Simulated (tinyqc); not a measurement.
Inside a calculation. Model: configuration-coordinate model of a defect: Huang-Rhys factor and luminescence line shape. Computed by tinyqc, a small Python program that keeps every step. Command: `OMP_NUM_THREADS=1 python tinyqc.py 3001513 3001514 out.jsonl ccline walk`. One thread of a shared host (Intel(R) Xeon(R) Processor @ 2.30GHz), about 0.01 s of CPU time with the checks. Intermediate numbers are printed to about 6 digits and carried at full precision; extremes and crossings named in words are read from the listed rows.

Ground state E_g(Q) = (1/2) omega_g^2 Q^2; excited state E_e(Q) = E_0 + (1/2) omega_e^2 (Q - dQ)^2 with omega_e = omega_g and E_0 = E_ZPL. Q is mass-weighted; the dipole does not depend on Q (Condon approximation).

Inputs (values chosen for the exercise, for a model defect):
```
quantity                          value              unit
zero-phonon energy E_ZPL          0.976                eV
displacement dQ                   0.699  u^(1/2) angstrom
ground-state phonon hbar omega_g   29.1               meV
temperature T                        77                 K
refractive index n_r               3.27                 -
transition dipole mu                1.6        e angstrom
quenching prefactor nu_0          3e+11               1/s
```

Modes: equal frequencies in both states.

Constants: hbar^2/u = 4.18015928e-03 eV angstrom^2; k_B = 8.617333262e-05 eV/K; hbar = 6.582119569e-16 eV s; e = 1.602176634e-19 C; eps_0 = 8.8541878128e-12 F/m; hbar = 1.054571817e-34 J s; c = 299792458 m/s.

## Huang-Rhys factors and vertical energies

S = hbar omega dQ^2/(2 hbar^2/u) for each state; relaxation energy S hbar omega; absorption at E_0 + S_e hbar omega_e, emission at E_0 - S_g hbar omega_g; the Stokes shift is their difference.

S_g = 1.70069

S_e = 1.70069

relaxation energy, ground state = 0.0494900 eV

relaxation energy, excited state = 0.0494900 eV

vertical absorption energy = 1.02549 eV

vertical emission energy = 0.926510 eV

Stokes shift = 0.0989800 eV

The coupling is intermediate: phonon replicas can be resolved beside the zero-phonon line.

## Emission lines at zero temperature

From the lowest excited level the line to ground level n lies at E_ZPL - n hbar omega_g with Franck-Condon weight exp(-S) S^n/n!; the emitted intensity carries a further factor E^3. S = S_g; up to eleven lines, of positive energy only, from n = max(0, integer part of S - 5).

Lines:
```
n   energy (eV)       weight  intensity / largest
0        0.9760  1.82558e-01          6.43891e-01
1        0.9469  3.10474e-01          1.00000e+00
2        0.9178  2.64010e-01          7.74330e-01
3        0.8887  1.49666e-01          3.98521e-01
4        0.8596  6.36338e-02          1.53334e-01
5        0.8305  2.16442e-02          4.70352e-02
6        0.8014  6.13501e-03          1.19791e-02
7        0.7723  1.49053e-03          2.60473e-03
8        0.7432  3.16867e-04          4.93464e-04
9        0.7141  5.98768e-05          8.27176e-05
10       0.6850  1.01832e-05          1.24170e-05
```

The weight peaks at n = 1 and the intensity at n = 1.

## Band at temperature T

Overlaps <m_e|n_g> of harmonic-oscillator functions (Hermite recursion, positive leading coefficients) by a sum over an even grid (700 points from x = -9 to 9 + d for the small table, 1500 points from -16 to 16 + d for the thermal sums), with x = Q sqrt(omega_g/hbar), d = sqrt(2 S_g) and frequency ratio omega_e/omega_g. Initial levels m = 0..24 carry Boltzmann weights exp(-m hbar omega_e/k_B T), normalised; final levels n = 0..79; a line lies at E_ZPL + m hbar omega_e - n hbar omega_g with weight w_m <m|n>^2. Moments are taken over these weights without the E^3 factor; FWHM = 2 sqrt(2 ln 2) x standard deviation; the zero-phonon weight is the sum of w_m <m|m>^2.

mean emission energy = 0.926510 eV

FWHM from the second moment = 0.0904842 eV

zero-phonon weight = 0.181412

skewness = -0.738685

Caution: for small S the spectrum is a set of resolved lines, and a Gaussian width has little meaning.

## Crossing, radiative lifetime and thermal quenching

The curves cross at the root Q_c nearest dQ; the barrier is (1/2) omega_e^2 (Q_c - dQ)^2, with (1/2) omega^2 = (hbar omega)^2/(2 hbar^2/u). k_r = n_r omega^3 mu^2/(3 pi eps_0 hbar c^3) at the vertical emission energy, without local-field correction; k_nr = nu_0 exp(-barrier/k_B T) (Mott-Seitz); yield = k_r/(k_r + k_nr); T_1/2 = barrier/(k_B ln(nu_0/k_r)).

Q_c = 7.24204 u^(1/2) angstrom

classical barrier = 4.33633 eV

radiative lifetime = 39.5637 ns

luminescence yield = 1

quenching temperature T_1/2 = 5363.75 K

The barrier is so high that this route does not halve the yield below 1000 K. Caution: the curves cross far outside the range of the harmonic model, so the barrier and T_1/2 have no quantitative meaning.

## Width and zero-phonon weight against temperature

For comparison: FWHM(0) sqrt(coth(hbar omega_e/2 k_B T)) with FWHM(0) from the first row, and exp(-S_g coth(hbar omega_e/2 k_B T)).

Against temperature:
```
T (K)  mean energy (eV)  FWHM (eV)  coth law (eV)  zero-phonon weight  exp(-S coth)
17             0.926510   0.089364       0.089364            0.182558      0.182558
51             0.926510   0.089483       0.089483            0.182434      0.181732
100            0.926510   0.092470       0.092470            0.179470      0.161870
170            0.926510   0.102594       0.102594            0.170968      0.106299
270            0.926510   0.119971       0.119971            0.159473      0.046647
410            0.926510   0.143094       0.143094            0.146252      0.012771
570            0.926510   0.166563       0.166563            0.133858      0.002717
```

The width grows by a factor 1.86, flat while k_B T is well below hbar omega and as sqrt(T) above; for equal frequencies the coth law is exact. The mean energy stays fixed, as it must for equal frequencies. The zero-phonon weight goes from 0.183 to 0.134; the single exponential assumes equal frequencies, leaves out lines that absorb and emit the same number of phonons, and falls to 0.00272.

Checks made by the program: grid overlaps at equal frequencies against the Poisson weights (relative difference below 1e-10); width at T against the coth law (relative difference below 1e-10).
